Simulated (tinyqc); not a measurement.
On-chip interconnect, size-dependent resistivity and RC delay: two steps of the calculation.

A rectangular line between two neighbours and two ground planes. Surface and grain-boundary scattering are added to the bulk resistivity as corrections; capacitances are parallel-plate values without fringing; inductance is ignored.

Values chosen for this exercise; metal values close to those of cobalt: bulk resistivity rho0 = 6.36 uohm cm; bulk mean free path lam = 11.9 nm; specular share of surface scattering ps = 0; reflection coefficient of grain boundaries Rg = 0.54; grain size over the metal width gr = 1; drawn line width wd = 47 nm; aspect ratio, height over width AR = 1.7; liner on both walls and the bottom, not conducting tl = 0.4 nm; space to the neighbouring lines sp = 47 nm; dielectric height to the planes above and below hd = 71 nm; relative permittivity of the dielectric ek = 4.2; Miller factor of the neighbours Mf = 2; line length Lw = 94 um; driver resistance Rd = 1400 ohm; load capacitance Cl = 0.21 fF.

Constants: eps0 = 8.8541878128e-12 F/m. Results are converted to the units shown.

Question 1. Resistivity, resistance and capacitance per length. Metal width x = wd - 2 tl, height y = AR wd - tl; grain boundaries (Mayadas-Shatzkes): al = (lam/(gr x)) Rg/(1 - Rg), g = 1/[1 - 3 al/2 + 3 al^2 - 3 al^3 ln(1 + 1/al)] - 1; surfaces (Fuchs-Sondheimer, thick limit): s = (3/8) lam (1 - ps)(1/x + 1/y); rho = rho0 (1 + g + s); r = rho/(x y); c = eps0 ek (2 wd/hd + 2 Mf AR wd/sp).

Wanted: x; y; al; g; s; rho; r; c.

Answer 1.

x = 46.20 nm
y = 79.50 nm
al = 0.3024
g = 0.4294
s = 0.1527
rho = 10.06 uohm cm
r = 27.40 ohm/um
c = 0.3021 fF/um

Question 2. Ladder and Elmore delays. 4 equal pi sections: series Rs = r Lw/4; node capacitances c Lw/4, halved at nodes 0 and 4, with Cl added to node 4; Rd feeds node 0. Elmore delay of node k: the sum, over the resistors on the path to k, of resistance times all capacitance downstream of it.

r = 27.395234 ohm/um
c = 0.30210988 fF/um

Give: Rs; C; Elmore delay.

Answer 2.

Rs = 643.79 ohm

```
node	C (fF)	Elmore delay (ps)
0	3.5498	40.052
1	7.0996	56.184
2	7.0996	67.746
3	7.0996	74.737
4	3.7598	77.157
```

The far-end value equals Rd (c Lw + Cl) + r Lw (c Lw/2 + Cl) for any number of pi sections; the line resistance contributes 48.1 % of it.

tinyqc, about 0.01 s, one thread, Intel Xeon 2.30GHz (shared host): `OMP_NUM_THREADS=1 python tinyqc.py 2100044 2100045 out.jsonl`
